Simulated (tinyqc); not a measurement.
# Abrupt p-n junction, non-linear Poisson equation by Newton steps: what changes with what

One dimension, p side on the left, n side on the right; net doping C = -Na for x < 0 and +Nd for x > 0. The potential psi is counted from the intrinsic level, and the quasi-Fermi potentials are flat: 0 for holes and -V for electrons, so n = ni exp((psi + V)/Vt) and p = ni exp(-psi/Vt) (Boltzmann statistics, full ionisation, no current). Under reverse bias this makes the minority densities vanishingly small everywhere; they play no part in the charge.

Values chosen for this exercise; band and dielectric values close to those of silicon: temperature T = 300 K; band gap Eg = 1.11 eV; relative permittivity eps_r = 11.7; conduction-band density of states at T Nc = 2.82e19 cm^-3; valence-band density of states at T Nv = 2.67e19 cm^-3; acceptor density of the p side Na = 1.1e18 cm^-3; donor density of the n side Nd = 1.9e17 cm^-3; bias of the p side against the n side V = -4.4 V.

Constants: q = 1.602176634e-19 C, kB = 1.380649e-23 J/K, Vt = kB T/q, eps0 = 8.8541878128e-14 F/cm where lengths are in cm. Results are converted to the units shown.

Each table varies one quantity; the others keep the values above.

## Capacitance and field against bias

The Poisson equation d/dx(eps0 eps_r dpsi/dx) = -q (p - n + C) is solved on a mesh of more than 1000 nodes that ends in neutral material (psi_p = -Vt ln(Na/ni), psi_n = Vt ln(Nd/ni) - V). C_j = q d/dV of the integral of p over x, from the linearised equation. ni = sqrt(Nc Nv) exp(-Eg/(2 Vt)), Eg in volts. Depletion approximation: Vbi = Vt ln(Na Nd/ni^2), W = sqrt(2 eps0 eps_r (Vbi - V)(1/Na + 1/Nd)/q), xp = W Nd/(Na + Nd), xn = W Na/(Na + Nd), peak field 2 (Vbi - V)/W, capacitance eps0 eps_r/W. The last column applies it to an abrupt Na-Nd junction.

Result of one run:
```
V (V)  peak |E| (kV/cm)  C_j (nF/cm^2)  1/C_j^2 (cm^4/uF^2)  eps0 eps_r/C_j (nm)  abrupt depletion C (nF/cm^2)
-5                541.3          47.95                434.8                216.0                         47.74
```

What becomes of these results when the bias of the p side against the n side V is changed from -5 to -4 V, all else the same?

Result of the changed run:
```
V (V)  peak |E| (kV/cm)  C_j (nF/cm^2)  1/C_j^2 (cm^4/uF^2)  eps0 eps_r/C_j (nm)  abrupt depletion C (nF/cm^2)
-4                492.8          52.67                360.5                196.7                         52.39
```

The whole series:
```
V (V)  peak |E| (kV/cm)  C_j (nF/cm^2)  1/C_j^2 (cm^4/uF^2)  eps0 eps_r/C_j (nm)  abrupt depletion C (nF/cm^2)
0                 206.0          126.0                62.96                82.20                         122.3
-1                304.2          85.33                137.3                121.4                         84.16
-2                377.7          68.73                211.7                150.7                         68.11
-3                439.1          59.12                286.1                175.2                         58.73
-4                492.8          52.67                360.5                196.7                         52.39
-5                541.3          47.95                434.8                216.0                         47.74
-6                585.8          44.31                509.2                233.8                         44.15
```

With V going from 0 to -6 V, C_j falls from 126 to 44.3 nF/cm^2 and the peak field rises from 206 to 586 kV/cm. The slope of 1/C_j^2, read as N = 2/(q eps0 eps_r |slope|), gives 1.62e17 cm^-3 between the first two rows and 1.62e17 cm^-3 between the last two, against Na Nd/(Na + Nd) = 1.62e17 cm^-3; the slopes of all rows agree within 0.01 %, as for uniform doping at both edges. At the end C_j goes as (Vbi - V)^(-0.50) with Vbi = 0.898 V, and it is 0.38 % above the abrupt depletion formula (at the first row 3.0 % above it). For V = -5, -6 the peak field is at a level where avalanche or tunnelling currents, left out here, set in for such a gap.

## Convergence with the mesh

Uniform meshes of N intervals over 401.7 nm, nodes at x_i = (i - j - 1/2) h, i = 0..N, so that the junction lies midway between nodes j and j + 1; end nodes fixed at psi_p and psi_n; box-integrated Poisson equation eps0 eps_r (psi_(i+1) - 2 psi_i + psi_(i-1))/h + q h (p - n + C) = 0. The peak field is the largest (psi_(i+1) - psi_i)/h; LD = sqrt(eps0 eps_r Vt/(q N)) of the heavier side. Errors are against E_j. Exact first integral for an abrupt junction with thick neutral sides: psi_p = -Vt ln(Na/ni), psi_n = Vt ln(Nd/ni) - V, psi_j = (Nd psi_n + Na psi_p - Vt (Nd - Na))/(Na + Nd) at the junction, n_j = ni exp((psi_j + V)/Vt), p_j = ni exp(-psi_j/Vt), and E_j^2 = (2 q/(eps0 eps_r)) [Nd (psi_n - psi_j - Vt) + Vt (n_j + p_j)] (minority densities of the neutral sides neglected).

Convergence with the mesh:
```
N     h (nm)     h/LD    j  peak field (kV/cm)  error (%)
10     40.17    10.30    1               497.7      -2.95
20     20.09    5.152    3               508.6     -0.821
40     10.04    2.576    7               511.9     -0.166
80     5.021    1.288   14               512.6    -0.0399
160    2.511   0.6440   28               512.7   -9.99e-3
320    1.255   0.3220   57               512.8   -2.50e-3
640   0.6277   0.1610  115               512.8   -6.24e-4
1280  0.3138  0.08051  231               512.8   -1.56e-4
```

The error goes from -2.9 % at N = 10 to -1.6e-4 % at N = 1280. Over the last doubling it shrinks by a factor of 4.0, close to the 4 of a second-order scheme. It first drops below 1 % at N = 20, where h is 5.2 Debye lengths.

tinyqc, about 0.02 s, one thread, Intel Xeon 2.30GHz (shared host): `OMP_NUM_THREADS=1 python tinyqc.py 2000063 2000064 out.jsonl`
